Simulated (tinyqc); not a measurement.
Band offsets of oxides on a semiconductor by the charge-neutrality-level model: one step of the calculation.

Each material has a charge-neutrality level at the depth Phi = chi + Eg - CNL below vacuum. For oxide B on semiconductor A, dEc = (chiA - PhiA) - (chiB - PhiB) + S (PhiA - PhiB), dEv = EgB - EgA - dEc, with the pinning factor S = 1/(1 + 0.1 (eps_inf - 1)^2) of the oxide. S = 1 is the affinity rule, S = 0 aligns the two levels.

Question. One oxide. Depths of both levels, S and the two offsets.

Values chosen for this exercise; substrate values close to those of 4H silicon carbide: gap of the semiconductor EgA = 3.29 eV; its electron affinity chiA = 3.67 eV; its charge-neutrality level above the valence edge cA = 1.68 eV.

oxide values (close to titanium oxide): Eg (eV) 3.14, chi (eV) 3.93, CNL (eV) 2.25, eps_inf 7.69

Find: PhiA; PhiB; S; dEc; dEv.

Answer.

PhiA = 5.2800 eV
PhiB = 4.8200 eV
S = 0.18263
dEc = -0.63599 eV
dEv = 0.48599 eV

The limits are dEc = -0.260 eV (S = 1) and -0.720 eV (S = 0).

Range of the model: The model ignores the chemistry of the actual interface, which can move offsets by several tenths of an eV.

tinyqc, about 0.01 s, one thread, Intel Xeon 2.30GHz (shared host): `OMP_NUM_THREADS=1 python tinyqc.py 2410025 2410026 out.jsonl`
